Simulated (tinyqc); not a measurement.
Velocity overshoot from momentum and energy balance equations after a field step: one step, computed by the program tinyqc. Command: `OMP_NUM_THREADS=1 python tinyqc.py 3017682 3017683 out.jsonl overshoot walk`. One thread of a shared host (Intel(R) Xeon(R) Processor @ 2.30GHz), about 0.02 s of CPU time with the checks.

At t = 0 the field jumps from 0 to F in a uniform sample. v is the drift velocity and u = w - (3/2) k_B T the excess energy per carrier.

Task: First four steps. dv/dt = e F/m - v/tau_m(u), du/dt = e F v - u/tau_E, tau_m(u) = tau_0/(1 + c u), tau_0 = m mu_0/e, c = mu_0/(e tau_E v_s^2); this choice gives the steady state v (1 + mu_0 F v/v_s^2) = mu_0 F, which saturates at v_s. Step: v_new = v + dt (e F/m - v/tau_m(u)), u_new = u + dt (e F v - u/tau_E). Start v = u = 0; the distance adds dt (v + v_new)/2.

Inputs (values chosen for the exercise, modelled on electrons in strained silicon except for tau_E): energy relaxation time tau_E = 0.4 ps; field after the step F = 47 kV/cm; lattice temperature T = 300 K; time step dt = 2.8 fs.

Scheme: explicit Euler.

c = 62.47397 1/eV

tau_0 = 286.5558 fs

acceleration e F/m = 0.03936407 1e7 cm/s per fs

Give: Steps.

Result:

Steps:
```
step  t (fs)  v (1e7 cm/s)      u (eV)  tau_m (fs)
1        2.8       0.11022           0      286.56
2        5.6       0.21936  1.4505e-04      283.98
3        8.4       0.32742  4.3271e-04      279.01
4       11.2       0.43435  8.6057e-04      271.94
```

After the first step u is still 0, below the drift energy m v^2/2, because the explicit scheme uses the old v: an error of the finite time step.
